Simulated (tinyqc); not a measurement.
Tight binding, honeycomb lattice, step by step. One step of it, computed by the program tinyqc.

Question. Levels at k. Diagonalise the Hermitian matrix.

H(k) at k (eV), order A, B:
```
[[0.863456, 0.865250+1.097101i],
 [0.865250-1.097101i, -0.862651]]
```

Give: eigenvalues; weights |c|^2 of the basis functions.

Answer.

eigenvalues (eV): [-1.6419, 1.6427]

weights |c|^2 of the basis functions, order A, B:
```
[[0.2372, 0.7628],
 [0.7628, 0.2372]]
```
